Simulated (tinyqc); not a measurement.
A periodic Ge profile (wiggle well): inter-valley coupling by envelope functions against a chain of atomic planes.

Chain: E(phi) = e0 + 2 v cos(phi) + 2 u cos(2 phi), cos(phi0) = -v/(4u), e0 = 2u + v^2/(4u); plane j = 0, 1, ... has the potential V_j = dE x_j + F (j - 30) a/4 (1 MV/m = 1e-4 V/angstrom). There are 30 barrier planes a side; with y = j - 29.5, x_j = xb (f(y) + f(Nw - y)), f(y) = 1/(1 + exp(y/L)), plus any Ge added in the well. The valley splitting is the spacing of the two lowest levels. Envelope theory: F_j solves a one-valley chain with hopping -b and diagonal 2b + V_j, b = 4u sin^2(phi0), sum F_j^2 = 1; the valleys couple by Dv = sum_j F_j^2 V_j exp(-2 i phi0 j) and split by 2|Dv|.

Inputs chosen for the exercise (near those of the Delta valleys of silicon in a SiGe well; the results hold for these values, not for the real material): a = 5.431 angstrom (lattice constant; planes lie a/4 apart); u = 0.606 eV (second-neighbour hopping); v = 0.56 eV (nearest hopping); Nw = 38 (planes in the well); L = 1.25 planes (interface width); xb = 0.26 (Ge fraction of the barriers); dE = 0.6 eV (offset per unit Ge fraction); F = 2 MV/m (field); xw = 0.004 (mean Ge fraction of the wiggle).

periods (planes): pi/phi0 1.74153, pi/(pi - phi0) 2.34856

Added fraction xw (1 - cos(2 pi (j - 30)/p)) on the well planes; p = f times the resonant period pi/(pi - phi0). At resonance the estimate is dE xw.

Against period:
```
f     p (planes)  mean of the doublet (meV)  splitting, chain (micro-eV)  envelope
0.90      2.1137                      19.05                           73        74
0.95      2.2311                      19.04                         1211      1246
0.98      2.3016                      19.05                         2142      2158
0.99      2.3251                      19.05                         2310      2316
1.00      2.3486                      19.06                         2367      2361
1.01      2.3720                      19.06                         2320      2305
1.02      2.3955                      19.05                         2189      2165
1.05      2.4660                      19.03                         1427      1392
1.10      2.5834                      19.04                          230       215
1.50      3.5228                      19.06                            8         8
3.00      7.0457                      19.05                            8         8
```

The splitting peaks at f = 1 with 2.37 meV, against the estimate dE xw = 2.40 meV, and is 0.90 and 0.92 of the value at f = 1 two per cent off to either side: the width of the resonance is set by the number of periods under the envelope. At f = 3 it is 8 micro-eV. The chain has one orbital a plane and knows only this resonance; longer periods that work through other bands are outside it.

Computed by tinyqc, a small Python program: `OMP_NUM_THREADS=1 python tinyqc.py 1451116 1451117 out.jsonl` (the numbers bound the seed that draws the inputs); one thread of a shared host (Intel(R) Xeon(R) Processor @ 2.30GHz), about 0.04 s for the whole set of steps.
